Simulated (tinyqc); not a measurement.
A double barrier with mass mismatch, transfer matrices: two steps of the calculation.

One electron of energy E comes from the left lead (band edge 0); no transverse momentum. Parabolic bands, masses in units of m0, C = hbar^2/(2 m0); psi and psi'/m are continuous at every interface. Barrier d1, well Lw, barrier d2; the right lead equals the left one.

Values chosen for this exercise; masses and offsets of a made-up heterostructure:
```
symbol  value  unit                       meaning
mL      0.031    m0         mass in the left lead
U1          1    eV                barrier height
m1       0.11    m0                  barrier mass
d1        1.1    nm    width of the first barrier
Lw        3.2    nm  well width (edge 0, mass mL)
d2        1.7    nm   width of the second barrier
E       0.626    eV               electron energy
```

Constants: q = 1.602176634e-19 C, hbar = 1.054571817e-34 J s, m0 = 9.1093837015e-31 kg, hbar^2/(2 m0) = 0.0380998212 eV nm^2. Results are converted to the units shown.

Question 1. Matrices of the layers. For the pair (psi, psi'/m) a flat layer has M = [[cos kd, (m/k) sin kd], [-(k/m) sin kd, cos kd]] with k = sqrt(m (E - U)/C) above its edge U, and M = [[cosh Kd, (m/K) sinh Kd], [(K/m) sinh Kd, cosh Kd]] with K = sqrt(m (U - E)/C) below it. M12 is in nm, M21 in 1/nm.

Give: M of layer 1; M of layer 2; M of layer 3.

Answer 1.

M of layer 1:
```
        1        2
1  1.7276  0.14912
2  13.308   1.7276
```

M of layer 2:
```
          1         2
1  -0.65410  0.032856
2   -17.414  -0.65410
```

M of layer 3:
```
        1        2
1  3.0107  0.30061
2  26.826   3.0107
```

Question 2. Transmission and reflection. The matrix M carries (psi, psi'/m) across the stack, and v = k/m in each lead. psi = 1 + r at the left edge (incident amplitude 1) and t at the right edge. With det M = 1, a = i vR M11 - M21 and b = -vL vR M12 - i vL M22: t = 2 i vL/(a - b), r = -(a + b)/(a - b), T(E) = (vR/vL) |t|^2, R(E) = |r|^2.

M:
```
            1           2
1  -13.746106  -1.2431269
2  -135.36609  -12.314559
```

vL = 23.022096 1/nm
vR = 23.022096 1/nm

Wanted: t; r; T(E); R(E).

Answer 2.

t = -0.043571-0.038018i
r = 0.62461-0.77879i
T(E) = 0.0033438
R(E) = 0.99666

T(E) + R(E) = 1: the current is conserved.

Range of the model: Masses are held fixed, although real bands cease to be parabolic a few tenths of an eV from their edges (inside a barrier too).

Program tinyqc, `OMP_NUM_THREADS=1 python tinyqc.py 2560021 2560022 out.jsonl`; Intel Xeon 2.30GHz, shared host, one thread, about 0.03 s.
